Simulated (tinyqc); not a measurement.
Grain-boundary trapping model (Seto) of a polycrystalline semiconductor film: one step, computed by the program tinyqc. Command: `OMP_NUM_THREADS=1 python tinyqc.py 3019926 3019927 out.jsonl poly walk`. One thread of a shared host (Intel(R) Xeon(R) Processor @ 2.30GHz), about 0.01 s of CPU time with the checks.

Grains of equal size L are joined by thin boundaries with one trap level. Trapped carriers deplete a width W on each side and raise a barrier, crossed by thermionic emission. Dopants are fully ionised, statistics are non-degenerate and mu_g does not depend on T.

Question. Activation energy. N_c(T) = N_c (T/300 K)^(3/2). Filled traps Q = Q_t/(1 + (1/2) exp((E_t* - E_F)/k_B T)), where E_t* = e V_B - E_t and E_F are counted from the band edge at the grain centre. Partial depletion: Q = 2 N W, V_B = e N W^2/(2 eps eps_0), E_F = k_B T ln(N/N_c); solve for W. If that W would exceed L/2 the grain is fully depleted: W = L/2, Q = N L, and E_F follows from the trap equation. Centre density n_0 = N_c exp(E_F/k_B T). Boundary: sigma_b = L e^2 n_0 exp(-e V_B/k_B T)/sqrt(2 pi m k_B T); rho = 1/sigma_b. Mean carrier density n_av = n_0 [(1 - 2W/L) + (2W/L) (sqrt(pi)/2) erf(y)/y], y = sqrt(e V_B/k_B T); effective mobility 1/(e n_av rho). E_a = d ln(rho)/d(1/k_B T) from T - 5 K and T + 5 K; temperature coefficient d ln(rho)/dT.

Inputs (values chosen for the exercise, modelled on polycrystalline silicon):
```
quantity                                     value    unit
permittivity eps                              11.7       -
effective mass m                              0.28     m_0
effective density of states at 300 K, N_c  2.9e+19  1/cm^3
grain size L                                    42      nm
trap density Q_t                           2.2e+12  1/cm^2
trap level E_t below the band edge            0.21      eV
doping N                                   2.1e+18  1/cm^3
temperature T                                  250       K
```

Grain interior: neglected.

Constants: k_B = 8.617333262e-05 eV/K; e = 1.602176634e-19 C; eps_0 = 8.8541878128e-12 F/m; m_0 = 9.1093837015e-31 kg; k_B = 1.380649e-23 J/K.

Give: activation energy E_a; temperature coefficient.

Answer.

activation energy E_a = 0.03551 eV

temperature coefficient = -0.6596 %/K
